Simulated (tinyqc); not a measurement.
## Circuit elements from the admittance matrix

Problem. Y belongs to a common-source circuit with y11 = i w (Cgs + Cgd), y12 = -i w Cgd, y21 = gm - i w Cgd, y22 = gds + i w (Cgd + Cd) and a resistance Rg in series with the gate; w = 2 pi f. Find Rg, Cgs + Cgd, Cgd, gm, gds and Cd.

Values chosen for this exercise:
- f = 0.4 GHz (signal frequency)

Y with Rg (mS):
```
,1,2
1,0.0000173412+0.0207549572i,-0.0000079796-0.0095504350i
2,0.1055044360-0.0096385928i,0.0066509925+0.0201467559i
```

Answer. 1/Y11 = Rg + 1/(i w (Cgs + Cgd)) gives Rg; removing it from Z11 returns the inner y, whose parts are read off.

Rg = 40.3 ohm
Cgs + Cgd = 8.26 fF
Cgd = 3.80 fF
gm = 0.106 mS
gds = 0.00665 mS
Cd = 4.20 fF

Program tinyqc, `OMP_NUM_THREADS=1 python tinyqc.py 2150113 2150114 out.jsonl`; Intel Xeon 2.30GHz, shared host, one thread, about 0.01 s.
